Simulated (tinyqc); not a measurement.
# Two-diode model of a solar cell, step by step

Program tinyqc, `OMP_NUM_THREADS=1 python tinyqc.py 2280022 2280023 out.jsonl`; Intel Xeon 2.30GHz, shared host, one thread, about 0.01 s. Printed values are rounded.

J is the current delivered and Vj = V + J Rs the junction voltage. J = X JL - J01 (exp(Vj/(n1 Vt)) - 1) - J02 (exp(Vj/(2 Vt)) - 1) - Vj/Rp. The photocurrent does not depend on voltage.

Values chosen for this exercise; values of the order met in cells of silicon:
- T = 298.15 K (temperature)
- JL = 35.1 mA/cm^2 (photocurrent at one sun)
- X = 1 suns (concentration)
- J01 = 4.3e-14 A/cm^2 (saturation current of the first diode)
- n1 = 1 (ideality factor of the first diode)
- Rs = 0 ohm cm^2 (series resistance)
- Rp = 300 ohm cm^2 (shunt resistance)
- Pin = 100 mW/cm^2 (incident power at one sun)
- J02 = 2.2e-9 A/cm^2 (saturation current of the second diode (ideality 2))

Constants: q = 1.602176634e-19 C, kB = 1.380649e-23 J/K, Vt = kB T/q. Results are converted to the units shown.

## Starting value

Vj = 0.63 V.

Vj at the start = 0.63 V

## Iteration 1: new Vj

Maximum power: dP/dVj = f = J (1 + 2 Rs G) - G Vj = 0. G = -dJ/dVj = J01 exp(Vj/(n1 Vt))/(n1 Vt) + J02 exp(Vj/(2 Vt))/(2 Vt) + 1/Rp. H = dG/dVj; f' = -2 G - 2 Rs G^2 + (2 Rs J - Vj) H; Vj(new) = Vj - f/f'.

J = 30.61824 mA/cm^2
G = 0.08699540 S/cm^2
H = 3.080340 S/(cm^2 V)
f = -24.18887 mA/cm^2
f' = -2.114605 S/cm^2
Vj after iteration 1 = 0.6185610 V

## Iteration 2: new Vj

As before.

J = 31.43797 mA/cm^2
G = 0.05837816 S/cm^2
H = 2.001619 S/(cm^2 V)
f = -4.672485 mA/cm^2
f' = -1.354880 S/cm^2
Vj after iteration 2 = 0.6151124 V

## Course of the iteration

Stop when the step is below 1e-10 V, or after 60 iterations.

Course of the iteration:

| iteration | Vj before the step (V) | step (V) |
|---|---|---|
| 1 | 0.63 | -0.0114 |
| 2 | 0.6185610 | -3.45e-3 |
| 3 | 0.6151124 | -2.52e-4 |
| 4 | 0.6148607 | -1.23e-6 |
| 5 | 0.6148594 | -2.93e-11 |

Converged in 5 iterations.

## Figures of merit

Jsc at V = 0, Voc at J = 0, the maximum power point where J (1 + 2 Rs G) = G Vj with G = -dJ/dVj; FF = Vmp Jmp/(Voc Jsc); efficiency Vmp Jmp/(X Pin). Empirical fill factor without parasitics FF0 = (v - ln(v + 0.72))/(v + 1), v = Voc/(n1 Vt).

Jsc = 35.1 mA/cm^2
Voc = 0.7014198 V
Vmp = 0.6148594 V
Jmp = 31.64097 mA/cm^2
FF = 0.7902062
efficiency = 19.45475 %
FF0 = 0.8468953

FF is 6.7 % below FF0. Removing one loss at a time changes the efficiency by: shunt +1.27, second diode +0.22 points.
